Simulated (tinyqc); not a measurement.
# Changing the total flow F_t

Model: precursor delivery by bubblers, mass-transport growth and the solid composition of a III-V alloy. Computed by tinyqc, a small Python program. Command: `OMP_NUM_THREADS=1 python tinyqc.py 3016165 3016166 out.jsonl movpe_thermo sweep`. One thread of a shared host (Intel(R) Xeon(R) Processor @ 2.30GHz), about 0.01 s of CPU time with the checks.

1 sccm = 44.615 micromol/min; 1 torr = 133.322 Pa. The sources decompose fully at the surface.

Inputs (values chosen for the exercise, modelled on triethylgallium (source 1) and trimethylindium (source 2) for the vapour pressures):

| quantity | value | unit |
|---|---|---|
| bath temperature T1 | 282 | K |
| bath temperature T2 | 295 | K |
| bubbler pressure p_b | 1000 | torr |
| carrier flow F1 | 40 | sccm |
| carrier flow F2 | 190 | sccm |
| group-V flow F_V | 120 | sccm |
| reactor pressure p | 40 | torr |
| growth temperature T | 860 | K |
| diffusivity at 273 K and 760 torr | 0.43 | cm^2/s |
| flow cross-section A | 29 | cm^2 |
| distance from the leading edge z | 7 | cm |
| lattice constant a | 5.55 | angstrom |
| interaction L0 of the solid | 13.6 | kJ/mol |
| log10 of p_B,eq over pure BC at 1000 K and 1 torr of group V (exaggerated: liquid indium has about -4.1) | -2.3 | log10 torr |
| enthalpy of that equilibrium H | 301 | kJ/mol |

Alloy: mixing on the group-III sites, with desorption of B.

constants a, b of source 1 (log10 torr, K): 8.083  2162

constants a, b of source 2 (log10 torr, K): 10.48  3014

Constants: k_B = 1.380649e-23 J/K; R = 8.314462618 J/(mol K).

Method:
- log10 p_v = a - b/T_bath; molar flow = F x 44.615 x p_v/(p_b - p_v) for a saturated bubbler.
- p_i = p n_i/(44615 F_t), F_t in slm; p_V = p F_V/(1000 F_t), counted per molecule supplied; V/III = 44.615 F_V/(n1 + n2); vapour fraction of source 2 = n2/(n1 + n2).
- Mean velocity u = (F_t/A)(760/p)(T/273); D = D0 (T/273)^1.75 (760/p); boundary layer delta = sqrt(pi D z/u); flux = D dp/(delta k_B T); growth rate = flux x a^3/4.
- A sticks fully. B desorbs: its surface pressure is p_B* = x gamma_B K/sqrt(p_V), ln gamma_B = L0 (1 - x)^2/(R T), K = 10^(log10 K at 1000 K) exp[-(H/R)(1/T - 1/1000)], p_V in torr. With equal diffusivities x = (p_2 - p_B*)/(p_1 + p_2 - p_B*). Growth rate = rate per torr x p_1/(1 - x).

One run for each value:

| total flow F_t (slm) | growth rate (micrometre/h) | boundary layer delta (cm) | velocity u (cm/s) |
|---|---|---|---|
| 2.0 | 2.160 | 4.411 | 69 |
| 3.3 | 1.680 | 3.434 | 114 |
| 5.4 | 1.311 | 2.684 | 186 |
| 8.9 | 1.017 | 2.091 | 306 |
| 15.0 | 0.776 | 1.611 | 516 |
| 24.0 | 0.602 | 1.273 | 826 |
| 40.0 | 0.447 | 0.986 | 1376 |

Over the rows, growth rate (micrometre/h) falls from 2.16 to 0.447 (exponent d ln y / d ln x -0.50 between the first rows and -0.58 between the last); boundary layer delta (cm) falls from 4.41 to 0.986 (exponent d ln y / d ln x about -0.50 throughout); velocity u (cm/s) rises from 68.8 to 1380 (exponent d ln y / d ln x about 1.0 throughout). At the low end the exponent of growth rate is -0.50, close to -0.50: dilution as 1/F_t against a thinner boundary layer.

Caution (rows 2.00, 3.30, 5.40, 8.90, 15.0): the boundary layer is a quarter or more of the root of the cross-section, so it fills much of the channel and depletion along the flow matters.

Extremes, crossings and ranges named in words are read from the listed rows.
